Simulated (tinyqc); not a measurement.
# Impurity strength from the transmission

Problem. An infinite chain has hopping -t with t = 1.6 eV and site energy 0; E = -2 t cos(k) with E = -2.07 eV. One site has the energy u > 0, so T(E) = 1/[1 + u^2/(4 t^2 sin^2 k)]. Find sin^2 k and u.

T(E) = 0.68365344

Answer. sin^2 k = 1 - (E/2t)^2, and u = 2 t |sin k| sqrt(1/T(E) - 1).

sin^2 k = 0.582
u = 1.66 eV

Numbers from tinyqc (`OMP_NUM_THREADS=1 python tinyqc.py 2660047 2660048 out.jsonl`; about 0.01 s on one thread of a shared Intel Xeon 2.30GHz).
